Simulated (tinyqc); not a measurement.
Plasmons of a degenerate electron gas in the random-phase approximation, step by step. Values are carried at full precision from step to step, so a last printed digit may differ when a step is redone from the rounded ones.

Zero temperature, parabolic band: kF = (3 pi^2 n)^(1/3), EF = c kF^2/m, Ep^2 = 8 pi c e2 n/(m eb), qTF^2 = 6 pi e2 n/(eb EF), c = hbar^2/2m0, e2 = e^2/(4 pi eps0), n in 1/angstrom^3 (1e-24 per 1/cm^3).

Constants: hbar^2/2m0 = 3.80998211 eV angstrom^2; e^2/(4 pi eps0) = 14.39964547 eV angstrom; a0 (Bohr radius) = 0.5291772105 angstrom.

Values chosen for the exercise (a free-electron density near that of Li; not measured data): n = 4.68e+22 1/cm^3 (electron density); m = 1 m0 (mass); eb = 1 (background dielectric constant); q = 1.64 1/angstrom (wave vector); E = 12.2 eV (energy transfer); qp = 0.761 1/angstrom (wave vector of the plasmon).

## Scales of the gas

Also rs = (3/(4 pi n))^(1/3) m/(a0 eb).

kF = 1.1149 1/angstrom
EF = 4.7355 eV
Ep = 8.0330 eV
qTF = 1.6378 1/angstrom
hbar vF = 8.4952 eV angstrom
rs = 3.253

Ep/EF = 1.696. With rs above 1 exchange and correlation, left out here, lower the dispersion noticeably.

## The dielectric function at one point

Lindhard function: eps(q, E)/eb = 1 + (qTF/q)^2 (f1 + i f2) with z = q/(2 kF), u = E/(hbar vF q), hbar vF = 2 c kF/m; f1 = 1/2 + [h(z - u) + h(z + u)]/(8 z), h(x) = (1 - x^2) ln|(x + 1)/(x - 1)|; f2 = pi u/2 for z + u < 1, (pi/(8 z))(1 - (z - u)^2) for |z - u| < 1 < z + u, else 0. Pairs exist for c (q^2 - 2 q kF)/m < E < c (q^2 + 2 q kF)/m.

Give also the loss function Im(-eb/eps).

z, u: 0.7355  0.8757

f1, f2: 0.0591  0.5234

eps/eb = 1.059+0.522i
loss function = 0.375

The point lies inside the pair continuum, so eps has an imaginary part.

## The plasmon at one wave vector

Solve f1 (qTF/q)^2 = -1 above the continuum, and compare with E^2 = Ep^2 + (3/5)(hbar vF q)^2 + (c q^2/m)^2.

top of the continuum = 8.671 eV
plasmon energy = 9.972 eV
short formula = 9.720 eV

The plasmon lies 1.3 eV above the continuum and 24.1 % above Ep; the short formula errs by -2.53 %.

## Where Landau damping starts

Find qc at which the plasmon meets the top of the continuum, eps(qc, c (qc^2 + 2 qc kF)/m) = 0, and compare with Ep/(hbar vF).

qc = 0.9758 1/angstrom
qc/kF = 0.875
energy there = 11.92 eV
Ep/(hbar vF) = 0.9456 1/angstrom

The simple estimate is 0.969 times qc.

## Checks

- F-sum of the loss function at q = 1.3 qc over (pi/2) Ep^2 against 1: both 1.00.
- f1 at E = 0 and z = 0.6 against the static Lindhard function: both 0.86968.

Computed by tinyqc, a small Python program: `OMP_NUM_THREADS=1 python tinyqc.py 1681887 1681888 out.jsonl` (the numbers bound the seed that draws the inputs); one thread of a shared host (Intel(R) Xeon(R) Processor @ 2.30GHz), about 0.01 s for the whole set of steps.
